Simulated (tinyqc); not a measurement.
Three-level Kane dispersion of a narrow-gap semiconductor: one step. Plasma and cyclotron energies. Three cases, with inputs chosen for the exercise.

Task: hbar wp = sqrt(8 pi c (e^2/4 pi eps0) n/(eps m)), hbar wc = 2 muB B/m (classical limit), with m = m(EF) and, for comparison, the edge mass; n in angstrom^-3.

Constants: hbar^2/2m0 = 3.80998211 eV angstrom^2; e^2/(4 pi eps0) = 14.39964547 eV angstrom; muB = 5.788381798e-05 eV/T.

Give: hbar wp with m(EF), with m0*; hbar wc with m(EF), with m0*.

Case 1.

Values chosen (out of a larger set: near those of grey Sn; not measured data): n = 1.8e+16 cm^-3 (electron density); eps = 23.3 (high-frequency dielectric constant); B = 3.3 T (magnetic field).

m(EF) = 0.0284129 m0
m0* = 0.0275333 m0

Result:

hbar wp with m(EF), with m0* (meV): 6.12  6.22

hbar wc with m(EF), with m0* (meV): 13.45  13.88

hbar wc is not small against EF - Ec = 9.0 meV, so only the lowest Landau level or two are filled: this is the quantum limit, where the classical value fails.

Case 2.

Values chosen (out of a larger set: near those of InSb; not measured data): n = 7.4e+16 cm^-3 (electron density); eps = 15.6 (high-frequency dielectric constant); B = 3.1 T (magnetic field).

m(EF) = 0.0177819 m0
m0* = 0.0133773 m0

Result:

hbar wp with m(EF), with m0* (meV): 19.18  22.11

hbar wc with m(EF), with m0* (meV): 20.18  26.83

hbar wc is not small against EF - Ec = 41.2 meV, so fewer than ten Landau levels are filled and the classical value is only a guide.

Case 3.

Values chosen (out of a larger set: near those of grey Sn; not measured data): n = 5.4e+18 cm^-3 (electron density); eps = 22.3 (high-frequency dielectric constant); B = 1.9 T (magnetic field).

m(EF) = 0.0529554 m0
m0* = 0.0262500 m0

Result:

hbar wp with m(EF), with m0* (meV): 79.40  112.78

hbar wc with m(EF), with m0* (meV): 4.15  8.38

EF - Ec = 282.0 meV is 68 times hbar wc, so the classical value applies.

Computed by tinyqc, one run a case: `OMP_NUM_THREADS=1 python tinyqc.py N N+1 out.jsonl` with N = 1080865, 1080955, 1081269; one thread of a shared Intel(R) Xeon(R) Processor @ 2.30GHz, about 0.01 s a run at most.
